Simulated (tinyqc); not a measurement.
Inside a calculation: Gamma, L and X subbands of a thin body with non-parabolic valleys. Values are carried at full precision from step to step, so a last printed digit may differ when a step is redone from the rounded ones.

Hard walls, flat band, c = hbar^2/2m0, energies from the bulk Gamma edge. For a valley at angle theta to the normal 1/m_z = cos^2/ml + sin^2/mt and m_d = sqrt(ml mt^2/m_z). Subband n starts at E_v + e with e (1 + a e) = c (n pi/t)^2/m_z, and its density-of-states mass is taken as m_d (1 + 2 a e), without further growth at higher in-plane energy. Groups are named by valley and degeneracy.

Constants: hbar^2/2m0 = 3.80998211 eV angstrom^2; kB = 8.617333262e-05 eV/K.

Values chosen for the exercise (near those of a thin GaSb channel; the results hold for these values, not for the real material): face = 100 (surface); mG = 0.0394 m0 (Gamma mass); aG = 1.15 1/eV (Gamma non-parabolicity); EL = 0.078 eV (L edge above Gamma); mL = (1.318, 0.099) m0 (L valleys (four, along <111>): ml, mt); EX = 0.341 eV (X edge above Gamma); mX = (1.49, 0.221) m0 (X valleys (three, along <100>): ml, mt); aS = 0.42 1/eV (non-parabolicity of L and X); t = 60 angstrom (body thickness); Ns = 5.8 x 1e12/cm^2 (sheet density); T = 300 K (temperature); eot = 13 angstrom (equivalent oxide thickness).

## Valley groups

List degeneracy, edge, m_z, m_d and a.

Groups:
```
group  g  E_v (eV)     m_z     m_d  a (1/eV)
G1     1     0.000  0.0394  0.0394      1.15
L4     4     0.078  0.1431  0.3004      0.42
X1     1     0.341  1.4900  0.2210      0.42
X2     2     0.341  0.2210  0.5738      0.42
```

## Subband edges

n = 1 to 8 for each group; list the ten lowest.

Subbands:
```
subband  g  E (eV)  DOS mass
L4 n=1   4  0.1489    0.3183
G1 n=1   1  0.2130    0.0587
L4 n=2   4  0.3409    0.3668
X1 n=1   1  0.3480    0.2223
X1 n=2   1  0.3687    0.2261
X2 n=1   2  0.3874    0.5962
X1 n=3   1  0.4025    0.2324
X1 n=4   1  0.4483    0.2409
X1 n=5   1  0.5050    0.2514
X2 n=2   2  0.5170    0.6587
```

The lowest subband is L4 n=1, 64 meV below G1 n=1; in the bulk the lowest valley is Gamma.

## Filling and quantum capacitance

n_i = g m/(2 pi c) kB T ln(1 + exp((EF - E_i)/kB T)), sum n_i = Ns (1e12/cm^2 = 1e-4/angstrom^2), c = hbar^2/2m0. Quantum capacitance Cq = 1602.176634 sum g m/(2 pi c) f_i in microfarad/cm^2 with f_i = 1/(1 + exp((E_i - EF)/kB T)); Cox = 34.5313/eot (one gate); C/Cox = Cq/(Cq + Cox), the centroid term left out.

Over the ten listed subbands, named by valley (G, L, X), degeneracy and number.

EF = 0.1320 eV

n_i in the order of the list (1e12/cm^2): [5.766, 0.027, 0.005, 0.001, 0.000, 0.001, 0.000, 0.000, 0.000, 0.000]

Cq = 29.39 microfarad/cm^2
Cox = 2.656 microfarad/cm^2
C/Cox = 0.917

EF lies 17 meV below the lowest edge; Gamma holds 0 % of the electrons. The density of states is ample: only 8 % of the gate capacitance is lost.

## Checks

- Cq against the slope dNs/dEF by finite differences, microfarad/cm^2: both 29.39.

Run: tinyqc, `OMP_NUM_THREADS=1 python tinyqc.py 1252383 1252384 out.jsonl`; Intel(R) Xeon(R) Processor @ 2.30GHz, one thread, shared host; about 0.03 s of CPU time with all checks.
